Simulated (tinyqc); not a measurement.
## Ionisation constants from two fields

Question. alpha_n = an exp(-bn/E). Find bn and an.

alpha_n at 2140 and 3320 kV/cm (1/cm): [15.067575, 4796.7367]

Solution. ln alpha is a straight line in 1/E with slope -bn and intercept ln an.

bn = 3.47e7 V/cm
an = 1.66e8 1/cm

Computed by the program tinyqc: `OMP_NUM_THREADS=1 python tinyqc.py 2120151 2120152 out.jsonl`, one thread of a shared Intel Xeon 2.30GHz, about 0.1 s for the whole run.
